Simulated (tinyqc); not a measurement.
Programming of a floating-gate cell by Fowler-Nordheim tunnelling: two steps of the calculation.

Per tunnel area the floating gate has Ctun = 3.9 eps0/tox to the channel (0 V) and Ccg to the control gate, Ct = Ctun/(1 - ag), no other coupling. With the threshold shift U = -Q/Ccg the field is F = ag (Vg - U)/tox, and dU/dt = J/Ccg. Fowler-Nordheim: J = A F^2 exp(-B/F), A = q^2/(16 pi^2 hbar mo phi) (times 1e14 for A/cm^2 with F in V/nm, emitter mass m0), B = (4/3) sqrt(mo/C) phi^1.5, C = hbar^2/(2 m0).

Inputs (values chosen for the exercise); oxide values close to those of silicon dioxide: tunnel barrier phi = 3.15 eV; tunnelling mass mo = 0.42 m0; tunnel oxide thickness tox = 7.1 nm; coupling ratio Ccg/Ct ag = 0.71; tunnel area ar = 1000 nm^2; threshold shift at the start Vt0 = -1.3 V; control-gate voltage Vg = 11.9 V; time step dt = 0.28 us; steps n = 12.

Constants: q = 1.602176634e-19 C, hbar = 1.054571817e-34 J s, m0 = 9.1093837015e-31 kg, eps0 = 8.8541878128e-14 F/cm where lengths are in cm, hbar^2/(2 m0) = 0.0380998212 eV nm^2. Results are converted to the units shown.

Task 1. Constants of the cell. A, B, Ccg = ag Ct, the starting field and current, K = A B ag/(Ccg tox), and the knee time t0 = exp(B/F(0))/K.

Give: A; B; Ccg; F(0); J(0); K; t0; electrons for 1 V of shift.

Result 1.

A = 1.165e8 A cm^-2 (V/nm)^-2
B = 24.75 V/nm
Ccg = 1.191 uF/cm^2
F(0) = 1.320 V/nm
J(0) = 1.461 A/cm^2
K = 2.422e14 1/s
t0 = 0.5738 us
electrons for 1 V of shift = 74.32

Task 2. Explicit time steps against the exact solution. U(new) = U + dt J(F(U))/Ccg. Exact: exp(B/F(t)) = exp(B/F(0)) + K t, K = A B ag/(Ccg tox), and U = Vg - tox F/ag.

Find: t; F; J; U by steps; U exact.

Result 2.

```
step  t (us)  F (V/nm)  J (A/cm^2)  U by steps (V)  U exact (V)
0          0     1.320       1.461          -1.300       -1.300
1     0.2800     1.286      0.8397          -0.956       -1.026
2     0.5600     1.266      0.6030          -0.759       -0.837
3     0.8400     1.252      0.4724          -0.617       -0.694
4      1.120     1.241      0.3888          -0.506       -0.580
5      1.400     1.231      0.3303          -0.415       -0.484
6      1.680     1.224      0.2871          -0.337       -0.402
7      1.960     1.217      0.2538          -0.270       -0.331
8      2.240     1.211      0.2274          -0.210       -0.268
9      2.520     1.206      0.2058          -0.156       -0.212
10     2.800     1.201      0.1880          -0.108       -0.160
11     3.080     1.196      0.1729          -0.064       -0.114
12     3.360     1.192      0.1600          -0.023       -0.071
```

Range of the model: Programming fields of 10 MV/cm and more wear the oxide; trapping and the channel potential are ignored.

Numbers from tinyqc (`OMP_NUM_THREADS=1 python tinyqc.py 2130094 2130095 out.jsonl`; about 0.01 s on one thread of a shared Intel Xeon 2.30GHz).
